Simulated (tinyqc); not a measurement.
Inversion layer as a triangular well, valleys of the Si type: one step. Fermi level and populations. Four cases, with inputs chosen for the exercise.

Problem. Solve for EF; c = hbar^2/2m0. The mean distance is sum n_i <z>_i/Ns.

Subband i holds n_i = g m_d/(2 pi c) kB T ln(1 + exp((EF - E_i)/kB T)) (spin included), and EF is fixed by sum n_i = Ns over the levels listed or, where none are listed, over j = 0 to 9 of each group; 1e12/cm^2 = 1e-4/angstrom^2.

Constants: hbar^2/2m0 = 3.80998211 eV angstrom^2; kB = 8.617333262e-05 eV/K.

Case 1.

Values chosen (out of a larger set: near those of Si; not measured data): Ns = 1.2 x 1e12/cm^2 (electron sheet density); T = 150 K (temperature).

Subbands:
```
label  valleys g  m_d (m0)    E (eV)  <z> (angstrom)
0              6  0.361026  0.097187         29.3410
1              6  0.361026  0.169922         51.2998
2              6  0.361026  0.229470         69.2777
3              6  0.361026  0.282100         85.1666
4              6  0.361026  0.330210         99.6912
5              6  0.361026  0.375040        113.2255
6              6  0.361026  0.417335        125.9945
7              6  0.361026  0.457586        138.1463
8              6  0.361026  0.496139        149.7854
9              6  0.361026  0.533248        160.9887
```

Case 2.

Values chosen (out of a larger set: near those of Si; not measured data): Ns = 4.7 x 1e12/cm^2 (electron sheet density); T = 300 K (temperature).

Subbands:
```
label  valleys g  m_d (m0)    E (eV)  <z> (angstrom)
0              4  0.319506  0.135610         22.6571
0'             2  0.410882  0.160368         26.7935
1              4  0.319506  0.237100         39.6137
1'             2  0.410882  0.280387         46.8458
2              4  0.319506  0.320191         53.4962
2'             2  0.410882  0.378648         63.2628
3              4  0.319506  0.393628         65.7656
4              4  0.319506  0.460758         76.9815
3'             2  0.410882  0.465491         77.7722
5              4  0.319506  0.523312         87.4327
```

Case 3.

Values chosen (out of a larger set: near those of Si; not measured data): Ns = 1.5 x 1e12/cm^2 (electron sheet density); T = 400 K (temperature).

Subbands:
```
label  valleys g  m_d (m0)    E (eV)  <z> (angstrom)
0              4  0.321939  0.172338         20.0048
0'             2  0.413751  0.203716         23.6471
1              4  0.321939  0.301317         34.9764
1'             2  0.413751  0.356177         41.3446
2              4  0.321939  0.406912         47.2338
2'             2  0.413751  0.480999         55.8337
3              4  0.321939  0.500238         58.0669
4              4  0.321939  0.585550         67.9698
3'             2  0.413751  0.591317         68.6392
5              4  0.321939  0.665046         77.1976
```

Case 4.

Values chosen (out of a larger set: near those of Si; not measured data): Ns = 3.2 x 1e12/cm^2 (electron sheet density); T = 77 K (temperature).

Subbands:
```
label  valleys g  m_d (m0)    E (eV)  <z> (angstrom)
0              6  0.355054  0.136979         24.8090
1              6  0.355054  0.239493         43.3760
2              6  0.355054  0.323423         58.5770
3              6  0.355054  0.397601         72.0117
4              6  0.355054  0.465409         84.2928
5              6  0.355054  0.528594         95.7367
6              6  0.355054  0.588206        106.5333
7              6  0.355054  0.644937        116.8082
8              6  0.355054  0.699274        126.6495
9              6  0.355054  0.751577        136.1223
```

Give: EF; Populations; mean distance from the surface.

Solution.

Case 1.

EF = 0.0684 eV

Populations:
```
label  (EF - E)/kB T  n (1e12/cm^2)  share (%)
0              -2.23          1.195       99.6
1              -7.86          0.005        0.4
2             -12.46          0.000        0.0
3             -16.53          0.000        0.0
4             -20.26          0.000        0.0
5             -23.72          0.000        0.0
6             -27.00          0.000        0.0
7             -30.11          0.000        0.0
8             -33.09          0.000        0.0
9             -35.96          0.000        0.0
```

mean distance from the surface = 29.43 angstrom

The lowest subband holds 99.6 % of the electrons and is partly degenerate (EF within a few kB T of its edge).

Case 2.

EF = 0.1046 eV

Populations:
```
label  (EF - E)/kB T  n (1e12/cm^2)  share (%)
0              -1.20          3.634       77.3
0'             -2.16          0.971       20.7
1              -5.13          0.082        1.7
1'             -6.80          0.010        0.2
2              -8.34          0.003        0.1
2'            -10.60          0.000        0.0
3             -11.18          0.000        0.0
4             -13.78          0.000        0.0
3'            -13.96          0.000        0.0
5             -16.20          0.000        0.0
```

mean distance from the surface = 23.88 angstrom

The lowest subband holds 77.3 % of the electrons and is partly degenerate (EF within a few kB T of its edge).

Case 3.

EF = 0.0779 eV

Populations:
```
label  (EF - E)/kB T  n (1e12/cm^2)  share (%)
0              -2.74          1.161       77.4
0'             -3.65          0.306       20.4
1              -6.48          0.028        1.9
1'             -8.07          0.004        0.2
2              -9.54          0.001        0.1
2'            -11.69          0.000        0.0
3             -12.25          0.000        0.0
4             -14.73          0.000        0.0
3'            -14.89          0.000        0.0
5             -17.03          0.000        0.0
```

mean distance from the surface = 21.11 angstrom

The lowest subband holds 77.4 % of the electrons and is partly degenerate (EF within a few kB T of its edge).

Case 4.

EF = 0.1348 eV

Populations:
```
label  (EF - E)/kB T  n (1e12/cm^2)  share (%)
0              -0.33          3.200      100.0
1             -15.78          0.000        0.0
2             -28.43          0.000        0.0
3             -39.61          0.000        0.0
4             -49.83          0.000        0.0
5             -59.35          0.000        0.0
6             -68.33          0.000        0.0
7             -76.88          0.000        0.0
8             -85.07          0.000        0.0
9             -92.95          0.000        0.0
```

mean distance from the surface = 24.81 angstrom

The lowest subband holds 100.0 % of the electrons and is partly degenerate (EF within a few kB T of its edge).

Computed by tinyqc, one run a case: `OMP_NUM_THREADS=1 python tinyqc.py N N+1 out.jsonl` with N = 1282391, 1282428, 1282490, 1282563; one thread of a shared Intel(R) Xeon(R) Processor @ 2.30GHz, about 0.06 s a run at most.
